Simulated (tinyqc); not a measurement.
# Which input was changed?

Model: Deal-Grove kinetics of thermal oxidation of silicon. Computed by tinyqc, a small Python program. Command: `OMP_NUM_THREADS=1 python tinyqc.py 3024575 3024576 out.jsonl oxide which`. One thread of a shared host (Intel(R) Xeon(R) Processor @ 2.30GHz), about 1 s of CPU time with the checks.

Oxidant diffuses through the oxide and reacts at the interface, so that dx/dt = B/(A + 2x) for the oxide thickness x.

Inputs (values chosen for the exercise, close to those used for silicon):
```
quantity,value,unit
prefactor B0,887,um^2/h
activation energy E_B,1.22,eV
prefactor (B/A)0,3.8e+06,um/h
activation energy E_A,2,eV
temperature T,1125,C
oxidant pressure p,5,atm
pressure exponent m of B/A,0.74,-
initial oxide x_i,0.01,um
time t,0.26,h
"temperature of step 2, T2",900,C
"time of step 2, t2",1.7,h
```

Ambient: dry oxygen. Surface: (100). Extension: second step.

Constants: k_B = 8.617333262e-05 eV/K.

Method:
- B = B0 p exp(-E_B/(k_B T)), B/A = (B/A)0 p^m exp(-E_A/(k_B T)), p in atm; A = B/(B/A).
- Temperatures in kelvin are T(C) + 273.15.
- tau = (x_i^2 + A x_i)/B and x = (A/2) [sqrt(1 + 4 B (t + tau)/A^2) - 1], the root of x^2 + A x = B (t + tau).
- Silicon consumed is 0.44 times the oxide grown; the rate is B/(A + 2x).
- Step 2 starts from the thickness x of step 1, with B and A at T2: tau2 = (x^2 + A2 x)/B2 and x2 = (A2/2) [sqrt(1 + 4 B2 (t2 + tau2)/A2^2) - 1].

Problem. One of these inputs alone was changed, within the range given: activation energy E_B (0.61 to 1.6); prefactor (B/A)0 (1.9e+06 to 7.6e+06); activation energy E_A (1.6 to 2.4); initial oxide x_i (0.005 to 0.02). Which one, and to what value?

Results:
```
run,oxide thickness x (um),thickness after both steps x2 (um),tau (h)
before,0.1335971,0.1728693,0.01351085
after,0.1774891,0.2271854,0.01308495
```

Solution.

Each candidate set to reproduce oxide thickness x, and what it then gives:
```
candidate,range searched,value needed,thickness after both steps x2 (um),tau (h)
activation energy E_B (eV),0.61 to 1.6,1.050,0.22719,0.013085
prefactor (B/A)0 (um/h),1.9e+06 to 7.6e+06,out of reach,-,-
activation energy E_A (eV),1.6 to 2.4,1.884,0.24180,0.005526
initial oxide x_i (um),0.005 to 0.02,out of reach,-,-
```

Only activation energy E_B fits every result: it went from 1.22 to 1.05 eV. The next best candidate, activation energy E_A, misses one result by 58 %.

Caution: dry oxides grow faster than Deal-Grove predicts below about 0.03 um, so a start from a thinner film underestimates the thickness (a common remedy is x_i = 0.025 um).
